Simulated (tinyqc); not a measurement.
Raising D: domain walls in a thin film with perpendicular anisotropy: Bloch, Neel and chiral walls, motion and stripe domains. Computed by tinyqc, a small Python program. Command: `OMP_NUM_THREADS=1 python tinyqc.py 3005655 3005656 out.jsonl mwall walk`. One thread of a shared host (Intel(R) Xeon(R) Processor @ 2.30GHz), about 0.01 s of CPU time with the checks.

One-dimensional wall: polar angle theta(x), azimuth phi of the moment in the wall (phi = 0 Neel, 90 degrees Bloch). mu_0 = 1.25663706212e-6 T m/A, gamma = 1.76085963023e11 rad/(s T).

Inputs (values chosen for the exercise, for a model film):

| quantity | value | unit |
|---|---|---|
| saturation magnetisation M_s | 1230 | kA/m |
| exchange stiffness A | 23 | pJ/m |
| uniaxial anisotropy K_u | 1180 | kJ/m^3 |
| DMI constant D | 0.064 | mJ/m^2 |
| thickness t | 2.2 | nm |

Method. K_eff = K_u - mu_0 M_s^2/2; Delta = sqrt(A/K_eff); sigma_0 = 4 sqrt(A K_eff); profile theta = 2 arctan exp(x/Delta); quality factor Q = 2 K_u/(mu_0 M_s^2). sigma(phi) = sigma_0 + 2 Delta K_D cos^2(phi) - pi D cos(phi), with the wall shape anisotropy K_D = N_x mu_0 M_s^2/2, N_x = t ln 2/(pi Delta). The minimum has cos(phi) = D/D_N for D < D_N = 4 Delta K_D/pi and phi = 0 beyond; sigma turns negative at D_c = (sigma_0 + 2 Delta K_D)/pi.

D_N = 0.587487 mJ/m^2

D_c = 3.21848 mJ/m^2

width parameter Delta = 10.0127 nm

sigma_0 = 9.18833 mJ/m^2

Wall against D; the last column is the Kaplan-Gehring width, log10[0.955 t exp(pi sigma/(mu_0 M_s^2 t))/nm], with a dash where it falls below 10 Delta and the formula fails:

| D (mJ/m^2) | phi (degrees) | sigma (mJ/m^2) | sigma/sigma_0 | log10 domain width |
|---|---|---|---|---|
| 0.12 | 78.214 | 9.1498 | 0.99581 | 3.3072 |
| 0.29 | 60.421 | 8.9635 | 0.97553 | 3.2464 |
| 0.47 | 36.868 | 8.5977 | 0.93572 | 3.1270 |
| 0.64 | 0.000 | 8.1005 | 0.88161 | 2.9649 |
| 1.30 | 0.000 | 6.0271 | 0.65595 | 2.2885 |
| 1.90 | 0.000 | 4.1421 | 0.45080 | - |
| 2.60 | 0.000 | 1.9430 | 0.21147 | - |
| 2.90 | 0.000 | 1.0005 | 0.10889 | - |

D_N is 18 % of D_c, so a small D fixes the chirality long before it lowers the energy much. Beyond D_N sigma falls by pi per unit of D, and the domain width, which has sigma in an exponent, drops by 1.0 decades over the valid rows (values above 6 mean a single domain in any device).

Extremes, crossings and ranges named in words are read from the listed rows.
